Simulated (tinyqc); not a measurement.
Hot carriers by balance equations with a heated Maxwellian: one step, computed by the program tinyqc.

The carriers follow a Maxwellian at an electron temperature T_e, slightly displaced; the drift energy is neglected against k_B T_e. The balance averages the rate, not the time, so mu_0 lies below the relaxation-time value.

Question. First iteration. Parabolic band: E = hbar^2 k^2/(2 m), speed v = hbar k/m, states per spin, volume and energy g(E) = m k/(2 pi^2 hbar^2). Masses are multiplied by m_0 and all formulas are in SI units. Phonon occupation N_q = 1/(exp(hbar w/(k_B T)) - 1). Acoustic deformation potential (elastic, equipartition, absorption and emission together): 1/tau = 2 pi k_B T D_A^2 g(E)/(hbar rho v_l^2). Optical or intervalley deformation potential: 1/tau = (pi Z_f D_o^2/(rho w)) [N_q g(E + hbar w) + (N_q + 1) g(E - hbar w)], with g = 0 below the band edge. Averages over the Maxwellian, <y> = int y x^(1/2) exp(-x) dx / int x^(1/2) exp(-x) dx with x = E/(k_B T_e), split at x_0 = hbar w/(k_B T_e): 64 Gauss-Legendre points in sqrt(x) below it and 128 in sqrt(x - x_0) above it, up to x = 32. Momentum balance: mu(T_e) = e/(m nu), nu = <x (sum of rates)>/<x>. Power lost per carrier: P(T_e) = hbar w <emission rate - absorption rate> + <(2 m v_l^2/(k_B T)) (E - 2 k_B T) acoustic rate>. Fixed point: T_out = T + (T_e - T) e mu(T_e) F^2/P(T_e), T_new = T_e + mixing (T_out - T_e). Start at T_e = 1.5 T.

Inputs (values chosen for the exercise, modelled on holes in silicon):
```
quantity                                          value       unit
effective mass m                                  0.487        m_0
density rho                                        2329     kg/m^3
sound velocity v_l                                 8860        m/s
acoustic deformation potential D_A                  5.6         eV
phonon energy hbar w                               64.9        meV
optical or intervalley deformation potential D_o    7.7  1e8 eV/cm
final valleys Z_f                                     1          -
lattice temperature T                               300          K
electric field F                                   0.64      kV/cm
mixing                                              0.3          -
```

Band: parabolic. Solver: damped fixed point.

Constants: k_B = 8.617333262e-05 eV/K; k_B = 1.380649e-23 J/K; e = 1.602176634e-19 C; hbar = 1.054571817e-34 J s; m_0 = 9.1093837015e-31 kg; hbar = 6.582119569e-16 eV s.

Give: mu at the start; P at the start; new T_e.

Answer.

mu at the start = 687.8 cm^2/(V s)

P at the start = 3.977e+10 eV/s

new T_e = 405.3 K
